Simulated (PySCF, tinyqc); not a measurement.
CCSD on RHF in the 3-21g basis, for H3+, spin multiplicity 1, step by step. The lowest restricted solution is unstable here: a spin-polarised one lies 0.0016 hartree lower (PySCF). One step of it, computed by the program tinyqc.

Task: Iteration 7 (converged): orbitals. Diagonalise F' = X^T F X, C = X C', fill 1 alpha and 1 beta electrons from the bottom; D = 2 C_occ C_occ^T. Each column has its largest component positive (the first on a tie).

converged F (hartree):
```
           1H 1s      1H 2s      2H 1s      2H 2s      3H 1s      3H 2s
1H 1s  -0.202278  -0.707762  -0.350733  -0.472160  -0.350733  -0.472160
1H 2s  -0.707762  -0.744516  -0.442288  -0.549537  -0.442288  -0.549537
2H 1s  -0.350733  -0.442288  -0.097193  -0.544335  -0.061781  -0.157542
2H 2s  -0.472160  -0.549537  -0.544335  -0.526412  -0.157542  -0.285955
3H 1s  -0.350733  -0.442288  -0.061781  -0.157542  -0.097193  -0.544335
3H 2s  -0.472160  -0.549537  -0.157542  -0.285955  -0.544335  -0.526412
```

X:
```
               1          2          3          4          5         6
1H 1s  -0.780295   0.000000   0.824668   0.764210   0.000000  0.234788
1H 2s   2.380793   0.000000  -0.528485   0.203717   0.000000  0.331380
2H 1s   0.330467  -0.848681   0.697670  -0.486646   0.436484  0.173324
2H 2s  -1.411695   0.992513  -0.510232  -0.153341   0.373230  0.255118
3H 1s   0.330467   0.848681   0.697670  -0.486646  -0.436484  0.173324
3H 2s  -1.411695  -0.992513  -0.510232  -0.153341  -0.373230  0.255118
```

Give: F' = X^T F X; orbital energies; coefficients C; D after iteration 7.

Result:

F' = X^T F X (hartree):
```
        1       2       3       4       5       6
1   0.601   0.000  -0.124  -0.465   0.000  -0.045
2   0.000   0.778   0.000   0.000  -0.242   0.000
3  -0.124   0.000   0.740  -0.031   0.000  -0.057
4  -0.465   0.000  -0.031   0.295   0.000  -0.050
5   0.000  -0.242   0.000   0.000  -0.333   0.000
6  -0.045   0.000  -0.057  -0.050   0.000  -0.900
```

orbital energies (hartree): MO1 -0.908, MO2 -0.383, MO3 -0.047, MO4 0.722, MO5 0.829, MO6 0.968

coefficients C:
```
         MO1     MO2     MO3     MO4     MO5     MO6
1H 1s  0.274   0.000   0.227   0.353   0.000  -1.295
1H 2s  0.446   0.000   1.470  -0.036   0.000   1.933
2H 1s  0.187   0.254  -0.126   0.862   0.920   0.263
2H 2s  0.150   0.568  -1.033  -0.745  -0.896  -0.834
3H 1s  0.187  -0.254  -0.126   0.862  -0.920   0.263
3H 2s  0.150  -0.568  -1.033  -0.745   0.896  -0.834
```

D after iteration 7:
```
       1H 1s  1H 2s  2H 1s  2H 2s  3H 1s  3H 2s
1H 1s  0.150  0.244  0.102  0.082  0.102  0.082
1H 2s  0.244  0.398  0.167  0.134  0.167  0.134
2H 1s  0.102  0.167  0.070  0.056  0.070  0.056
2H 2s  0.082  0.134  0.056  0.045  0.056  0.045
3H 1s  0.102  0.167  0.070  0.056  0.070  0.056
3H 2s  0.082  0.134  0.056  0.045  0.056  0.045
```
